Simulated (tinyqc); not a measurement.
# The weight eta from points of equal mobility

Inverse problem. If the mobility depends on E = q (Ndep + eta Ns)/(eps0 eps_r) alone, two points of equal mobility on its falling branch have equal E. Find eta and E.

Values chosen for this exercise: relative permittivity of the semiconductor eps_r = 11.8.

Constants: q = 1.602176634e-19 C, eps0 = 8.8541878128e-14 F/cm where lengths are in cm. Results are converted to the units shown.

Ndep at two body biases (cm^-2): [5.9150650e12, 9.4744482e12]
Ns at which the mobility is the same (cm^-2): [2.6e13, 1.6873376e13]

Solution. eta is the ratio of the differences of Ndep and Ns.

eta = 0.3900
E = 2.462 MV/cm

Numbers from tinyqc (`OMP_NUM_THREADS=1 python tinyqc.py 2510018 2510019 out.jsonl`; about 0.01 s on one thread of a shared Intel Xeon 2.30GHz).
